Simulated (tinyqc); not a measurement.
# p-type polysilicon, carrier trapping at grain boundaries: effects of single changes

One-dimensional grains of size Lg, uniform ionised doping N, monovalent traps Qt at each boundary at a depth Et below (for electrons) or above (for holes) the band edge there, abrupt depletion of width W on each side of a boundary, Boltzmann statistics. xi is the distance from the band edge at the grain centre to the Fermi level. Trapped charge Qt/(1 + exp((xi + VB - Et)/Vt)) = 2 N W, barrier VB = q N W^2/(2 eps0 eps_r).

Inputs (values chosen for the exercise); values of the order met in polycrystalline silicon:
```
symbol    value        unit                                                              meaning
T           300           K                                                          temperature
eps_r      11.7                                                            relative permittivity
NB      2.65e19       cm^-3                                  valence-band density of states at T
Lg           15          nm                                                           grain size
Qt       2.5e12       cm^-2                                     trap density of a grain boundary
Et          0.3          eV  depth of the trap level from the majority band edge at the boundary
ms         0.57          m0                                         mass for thermionic emission
fe         0.12                                           correction factor of the emission rate
mug         110  cm^2/(V s)                                           mobility inside the grains
N        1.1e19       cm^-3                                                               doping
```

Constants: q = 1.602176634e-19 C, kB = 1.380649e-23 J/K, m0 = 9.1093837015e-31 kg, Vt = kB T/q, eps0 = 8.8541878128e-14 F/cm where lengths are in cm. Results are converted to the units shown.

Each table varies one quantity; the others keep the values above.

## Effect of the doping

If the trap equation with xi = Vt ln(NB/N) has a root W < Lg/2, the grain is partly depleted; otherwise W = Lg/2 and the trap equation gives xi = Et - VB + Vt ln(Qt/(N Lg) - 1). N* = Qt/Lg. n0 = NB exp(-xi/Vt); mean density n0 (1 - 2 W/Lg) by charge balance in a partly depleted grain, and n0 (sqrt(pi)/2) erf(u)/u with u = sqrt(VB/Vt) in a fully depleted one; v = sqrt(kB T/(2 pi ms m0)); barrier resistivity Vt exp(VB/Vt)/(q fe n0 v Lg); grain resistivity (1 - 2 W/Lg)/(q n0 mug); effective mobility 1/(q mean density total resistivity). Rows with xi above 0.45 V, towards mid-gap, are left out, since the other carrier type is ignored.

Effect of the doping:
```
N (cm^-3),N/N*,depleted share 2 W/Lg,VB (V),xi (V),mean density (cm^-3),resistivity (ohm cm),effective mobility (cm^2/(V s))
8.3e16,0.049800,1.0000,0.0036103,0.37262,1.3922e13,19852,22.584
1.4e17,0.084000,1.0000,0.0060897,0.35568,2.6008e13,11346,21.152
2.3e17,0.13800,1.0000,0.010005,0.33736,5.0432e13,6498.9,19.043
3.8e17,0.22800,1.0000,0.016529,0.31500,1.1129e14,3522.9,15.920
6.3e17,0.37800,1.0000,0.027404,0.28547,3.1203e14,1712.0,11.684
1e18,0.60000,1.0000,0.043498,0.24602,1.2443e15,693.62,7.2318
1.7e18,1.0200,0.97824,0.070764,0.071003,3.6987e16,2.2864,73.807
2.9e18,1.7400,0.57447,0.041630,0.057196,1.2340e18,0.44247,11.431
4.8e18,2.8800,0.34718,0.025166,0.044169,3.1336e18,0.14646,13.600
8e18,4.8000,0.20832,0.015102,0.030963,6.3334e18,0.062016,15.891
```

What does the table show?

As N goes from 8.3e16 to 8e18, VB goes from 0.00361 through a maximum of 0.0708 (at N = 1.7e18 among the rows listed) to 0.0151 V, the resistivity falls from 19900 to 0.0620 ohm cm and the effective mobility moves up and down between 7.23 and 73.8 cm^2/(V s). The steepest fall of the resistivity among the rows, as N^(-10.8), lies between N = 1e18 and 1.7e18 cm^-3; N* = 1.67e18 cm^-3. While the grain is fully depleted VB grows as N; once the traps are full it falls as 1/N. For N = 2.9e18, 4.8e18, 8e18 xi is under 2.5 Vt, where Boltzmann statistics begin to fail. For N = 8.3e16, 1.4e17, 2.3e17, 3.8e17, 4.8e18, 8e18 VB is below Vt, where abrupt depletion and thermionic emission are rough. For N = 1.7e18, 2.9e18 the grain is near the changeover between partial and full depletion, within a few Debye lengths, where both limits are rough.

## Effect of the trap density of a grain boundary

Same model as above.

N* = Qt/Lg.

The same in every row: xi (V) = 0.02273.

Effect of the trap density of a grain boundary:
```
Qt (cm^-2),N/N*,depleted share 2 W/Lg,VB (V),mean density (cm^-3),resistivity (ohm cm),effective mobility (cm^2/(V s))
2e11,82.50,0.01212,7.030e-5,1.087e19,0.02803,20.49
3.4e11,48.53,0.02061,2.032e-4,1.077e19,0.02810,20.61
5.7e11,28.95,0.03454,5.710e-4,1.062e19,0.02836,20.72
9.7e11,17.01,0.05879,0.001654,1.035e19,0.02924,20.62
1.6e12,10.31,0.09697,0.004499,9.933e18,0.03188,19.71
2.8e12,5.893,0.1697,0.01378,9.133e18,0.04325,15.80
4.7e12,3.511,0.2848,0.03882,7.867e18,0.1063,7.461
8e12,2.062,0.4840,0.1121,5.676e18,1.751,0.6282
```

What does the table show?

As Qt goes from 2e11 to 8e12, VB rises from 7.03e-5 to 0.112 V, the resistivity rises from 0.0280 to 1.75 ohm cm and the effective mobility goes from 20.5 through a maximum of 20.7 (at Qt = 5.7e11 among the rows listed) to 0.628 cm^2/(V s). In every row xi is under 2.5 Vt, where Boltzmann statistics begin to fail. For Qt = 2e11, 3.4e11, 5.7e11, 9.7e11, 1.6e12, 2.8e12 VB is below Vt, where abrupt depletion and thermionic emission are rough.

Computed by the program tinyqc: `OMP_NUM_THREADS=1 python tinyqc.py 2830001 2830002 out.jsonl`, one thread of a shared Intel Xeon 2.30GHz, about 0.01 s for the whole run.
